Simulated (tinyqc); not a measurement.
Deformation potentials from a strained empirical pseudopotential: sweeps and comparisons. A value that a table varies takes the place of the one given here.

Diamond lattice, no spin-orbit coupling. Atomic form factor V(q) = a1 (q^2 - a2)/(a3 exp(a4 q^2) - 1) in rydberg with q in 1/bohr, for the unstrained cell. Under a strain e the reciprocal vectors and k go over into (1 + e)^(-1) G, the atoms sit at +/- tau with tau = (1 + e) a (1,1,1)/8 - zeta a (eyz, ezx, exy)/4, and H(G,G') = c |k + G|^2 delta + (V(q)/det(1 + e)) cos(q.tau), q = G - G', with the term q = 0 left out; c = hbar^2/2m0. The basis is fixed before straining: all G with |k + G|^2 up to 16 (2 pi/a)^2. k is given in units of 2 pi/a of the unstrained cell.

Constants: hbar^2/2m0 = 3.80998211 eV angstrom^2; Ry = 13.60569312 eV; a0 (Bohr radius) = 0.5291772105 angstrom.

Inputs chosen for the exercise (a germanium-sized cell with gaps well above those of Ge; the results hold for these values, not for the real material): a = 5.652 angstrom (lattice constant); A = (0.397, 2.447, 2.075, 0.459) (a1 (Ry bohr^2), a2 (1/bohr^2), a3, a4 (bohr^2)); h = 0.005 (size of the test strain); kD = 0.82 2 pi/a (position of the Delta minimum); a1 = 0.397; a2 = 2.447; a3 = 2.075; a4 = 0.459.

## The internal displacement

Xu of L (level 5, the lowest empty one) and d from exy = eyz = ezx = h for several zeta: Xu = [E(L [111]) - E(L [1-1-1])]/((8/3) h), d = (single valence level - pair)/(3 sqrt(3) h). zeta = 0 strains the bonds with the lattice; zeta = 1 keeps all four bond lengths equal to first order.

Results:
```
zeta  Xu (L) (eV)  d (eV)
0.00         8.93    1.61
0.25        10.13   -0.74
0.50        11.33   -3.10
0.60        11.82   -4.05
0.75        12.55   -5.46
1.00        13.79   -7.82
```

How do the results move?

From zeta = 0 to 1, d goes from 1.61 to -7.82 eV and Xu (L) from 8.93 to 13.79 eV, both nearly linearly: the displacement is an optical-phonon mode, and d = d(0) - zeta d0/4 gives its deformation potential d0 = 38 eV. Leaving the relaxation out (zeta = 0 for 0.5) moves d by +4.72 eV, which reverses its sign, and Xu (L) by -2.40 eV. Tetragonal strain has no such freedom.

## Size of the test strain

e = diag(-h/2, -h/2, h). Xu = [E(Delta z) - E(Delta x)]/(1.5 h) at fixed kD, b = [E(Z) - E(X, Y)]/(4.5 h); one-sided from +h alone, central from +h and -h.

Results (eV):
```
h       Xu one-sided  Xu central  b one-sided  b central
0.0010         7.781       7.784       -2.968     -2.965
0.0025         7.777       7.784       -2.973     -2.965
0.0050         7.769       7.784       -2.982     -2.965
0.0100         7.755       7.785       -2.998     -2.965
0.0200         7.727       7.788       -3.032     -2.965
0.0300         7.702       7.793       -3.066     -2.966
```

What does this show, and why?

From h = 0.001 to 0.03 the one-sided Xu drifts by -0.079 eV and the central one by +0.009 eV; for b the drifts are -0.098 and -0.001 eV. The central difference cancels the term of second order in the strain, so its error goes as h^2. At h = 0.02 the linear law errs by 0.7 % for the valley splitting and 2.3 % for the valence splitting.

## What each parameter of the potential does

Gaps from the valence top to level 5 at Gamma and level 5 at (kD,0,0) and L, and their deformation potentials [E(+h) - E(-h)]/(3 ln((1 + h)/(1 - h))) for e = +/- h 1, h = 0.002. The row for the lattice constant keeps V(q) without the volume factor, so it is not a strain. Each row changes one parameter from the base and keeps the others.

Results:
```
case                Gamma (eV)  Delta (eV)  L (eV)  potential Gamma (eV)  potential Delta (eV)  potential L (eV)
base                     1.431       1.167   1.027                 -8.76                  0.89             -2.83
a = 5.709 angstrom       1.225       1.400   1.078                 -8.95                  0.59             -3.03
a1 = 0.401               1.452       1.237   1.073                 -8.84                  0.86             -2.87
a2 = 2.423               1.568       1.106   1.045                 -8.71                  0.96             -2.80
a3 = 2.096               1.413       1.072   0.968                 -8.67                  0.92             -2.80
a4 = 0.454               1.491       1.241   1.088                 -8.91                  0.81             -2.93
```

What can be read from the table?

The largest shifts from the base row, up to three for each result and ties (the steps differ in size, so this ranks the rows, not the parameters). Gamma (eV): a -0.206, a2 +0.137, a4 +0.060. Delta (eV): a +0.233, a3 -0.094, a4 +0.074. L (eV): a4 +0.061, a3 -0.059, a +0.051. potential Gamma (eV): a -0.18, a4 -0.15, a3 +0.10. potential Delta (eV): a -0.31, a4 -0.09, a2 +0.06. potential L (eV): a -0.20, a4 -0.10, a1 -0.04, a2 +0.04.

Run: tinyqc, `OMP_NUM_THREADS=1 python tinyqc.py 1850913 1850914 out.jsonl`; Intel(R) Xeon(R) Processor @ 2.30GHz, one thread, shared host; about 0.2 s of CPU time with all checks.
